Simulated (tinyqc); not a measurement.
# Resistance of a tapered via with liner, size effect and interface: via resistance against the diameter at the bottom

A round via whose diameter grows from db at the bottom as D(z) = db + 2 z/tan(ang). The fill, of diameter D - 2 tl, starts above the bottom liner (thickness fb tl) and has rho = rho0 (1 + ks lam/(D - 2 tl)); the sidewall liner conducts in parallel with it. The bottom liner and the interface are crossed over the full area pi db^2/4. Spreading in the lines above and below is left out.

Slices between z0 = fb tl and hv, evaluated at their midpoints: conductance per length pi/4 [(D - 2 tl)^2/rho + (D^2 - (D - 2 tl)^2)/rl], slice resistance = slice height over that. 2000 slices. R_fill = sum of the slices; R_bottom = rl fb tl/(pi db^2/4); R_interface = ri/(pi db^2/4); ballistic (Sharvin) limit 1/(Sb pi (db - 2 tl)^2/4); ideal cylinder rho0 hv/(pi db^2/4).

Values chosen for this exercise; fill metal close to copper: height hv = 16 nm; sidewall angle ang = 89 degrees; bulk resistivity of the fill rho0 = 1.7 uohm cm; mean free path of the fill lam = 39.5 nm; size-effect factor ks = 1.1; liner on the sidewall tl = 1.7 nm; liner at the bottom over that on the sidewall fb = 0.7; resistivity of the liner rl = 510 uohm cm; interface resistivity at the bottom ri = 3.2e-12 ohm cm^2; ballistic conductance per area, about 3/(4 rho0 lam) Sb = 1.1e15 S/m^2.

Results:
```
db (nm)	R_fill (ohm)	R_bottom (ohm)	R_interface (ohm)	R (ohm)	ballistic limit (ohm)	R over ideal cylinder	largest part
6	514.11	214.65	11.318	740.07	171.23	76.930	fill
11	32.709	63.862	3.3672	99.938	20.040	34.917	bottom liner
16	8.3480	30.185	1.5915	40.124	7.2908	29.660	bottom liner
22	2.9487	15.965	0.84181	19.756	3.3457	27.610	bottom liner
30	1.1560	8.5859	0.45271	10.195	1.6359	26.493	bottom liner
42	0.44792	4.3806	0.23097	5.0594	0.77686	25.770	bottom liner
58	0.19039	2.2971	0.12112	2.6086	0.38827	25.338	bottom liner
80	0.084797	1.2074	0.063662	1.3558	0.19727	25.056	bottom liner
```

Estimate the missing row, db = 8.3 nm.

Computed row:
```
db (nm)	R_fill (ohm)	R_bottom (ohm)	R_interface (ohm)	R (ohm)	ballistic limit (ohm)	R over ideal cylinder	largest part
8.3	105.67	112.17	5.9143	223.75	48.209	44.509	bottom liner
```

With this row back in the table: R falls from 740 to 1.36 ohm. The fill is the largest part at db = 6, the bottom liner from 8.3 on. R goes as db^(-3.69) between the first two rows and db^(-2.03) between the last two; area alone gives -2. For db = 11, 16, 22, 30, 42, 58, 80 the ballistic limit exceeds half of R_fill, so the diffusive model understates R.

Numbers from tinyqc (`OMP_NUM_THREADS=1 python tinyqc.py 2750151 2750152 out.jsonl`; about 0.01 s on one thread of a shared Intel Xeon 2.30GHz).
